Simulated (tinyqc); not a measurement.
Worked calculation: coupled-perturbed Hartree-Fock on RHF in the sto-6g basis, for BeH2, spin multiplicity 1. One step of it, computed by the program tinyqc.

Task: Response to a field: uncoupled start. Field along z; U_ai = -mu_ai / (e_a - e_i), alpha = -4 sum U_ai mu_ai.

orbital energies (hartree): [-4.593554, -0.444884, -0.407476, 0.209753, 0.209753, 0.422301, 0.843373]

dipole integrals <a|z|i> (bohr), order a4, a5, a6, a7:
```
[[0.146124, 0.962044, 0.000000],
 [-0.000912, -0.006006, 0.000000],
 [0.000000, 0.000000, 0.000000],
 [0.000000, 0.000000, 0.000000]]
```

Give: uncoupled U; uncoupled polarisability.

Result:

uncoupled U, order a4, a5, a6, a7:
```
[[-0.0304, -1.4696, 0.0000],
 [0.0002, 0.0092, 0.0000],
 [0.0000, 0.0000, 0.0000],
 [0.0000, 0.0000, 0.0000]]
```

uncoupled polarisability = 5.6732 bohr^3
